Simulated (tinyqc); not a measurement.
# Read current of a NAND string, cells in series solved by shooting: read current against the number of cells

Cells in series, numbered from 0 at the source line (0 V) to the bit line, each followed by a gap resistance Rg. A cell with gate Vg, threshold VT, source Vs and drain Vd passes I = 2 nf K Vt^2 [F(Vs) - F(Vd)]/(1 + th max(Vg - VT, 0)), F(V) = ln^2(1 + exp((Vg - VT - nf V)/(2 nf Vt))). The selected cell has Vg = Vr, the others Vg = Vp.

For a trial current I start at 0 V and, cell by cell, solve for the drain: sqrt(F(Vd)) = sqrt(F(Vs) - I/k), k = 2 nf K Vt^2/(1 + th max(Vg - VT, 0)), Vd = [Vg - VT - 2 nf Vt ln(exp(sqrt F) - 1)]/nf, then add I Rg. The string current is the I for which the last node reaches Vbl. The apparent threshold is the Vr at which I = Is. Background: all other cells erased (VT = Ve) or all in the highest state (VT = Vh); ratio and shift are high over erased and high minus erased. The selected cell is in the middle, cell n/2.

Inputs (values chosen for the exercise); values of the order met in vertical NAND strings: temperature T = 358 K; gain factor of a cell K = 4.5 uA/V^2; slope factor nf = 1.8; mobility reduction factor th = 0.04 1/V; resistance of the gap between cells Rg = 19 kohm; bit-line voltage Vbl = 0.7 V; pass voltage Vp = 7.7 V; threshold of an erased cell Ve = -1.9 V; threshold of the highest state Vh = 4.3 V; threshold of the selected cell Vx = 2.6 V; sensing current Is = 50 nA; read voltage on the selected word line Vr = 3.62 V.

Constants: q = 1.602176634e-19 C, kB = 1.380649e-23 J/K, Vt = kB T/q. Results are converted to the units shown.

Read current against the number of cells:
columns A: n; B: I, others erased (uA); C: I, others high (uA); D: ratio; E: apparent VT, erased (V); F: apparent VT, high (V); G: background shift (mV)
```
A        B        C       D      E      F      G
8   0.6935   0.5050  0.7283  2.799  2.815  15.39
16  0.4899   0.3126  0.6381  2.818  2.849  31.02
32  0.3082   0.1755  0.5694  2.855  2.918  63.07
64  0.1764  0.09318  0.5283  2.929  3.060  130.6
96  0.1234  0.06339  0.5137  3.004  3.210  206.0
```

Read the table: what changes, and by how much?

With erased neighbours the current falls from 0.693 to 0.123 uA, as n^(-0.50) between the first two rows and n^(-0.88) between the last two (-1 once the series resistance rules). The ratio falls from 0.728 to 0.514 and the background shift rises from 15.4 to 206 mV.

Program tinyqc, `OMP_NUM_THREADS=1 python tinyqc.py 2142175 2142176 out.jsonl`; Intel Xeon 2.30GHz, shared host, one thread, about 0.5 s.
